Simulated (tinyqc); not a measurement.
Charge neutrality of a doped semiconductor with incomplete ionisation: one step, computed by the program tinyqc.

Energies are counted from the top of the valence band; E_D is measured down from the conduction band and E_A up from the valence band.

Problem. The closed form for the extrinsic range. With Boltzmann statistics, no electrons and every donor ionised, p (p + N_D) = p1 (N_A - N_D - p) with p1 = (N_v/g_A) exp(-E_A/k_B T). Take the positive root.

Inputs (values chosen for the exercise, modelled on InP):
```
quantity                   value   unit
donor density N_D              0  cm^-3
acceptor density N_A     2.8e+18  cm^-3
acceptor depth E_A        0.0407     eV
acceptor degeneracy g_A        4      -
temperature T                300      K
```

Doping: p-type. Statistics of the bands: Fermi-Dirac.

N_v = 1.166269e+19 cm^-3

k_B T = 0.02585200 eV

Give: p1; p from the quadratic.

Solution.

p1 = 6.040e+17 cm^-3

p from the quadratic = 1.033e+18 cm^-3
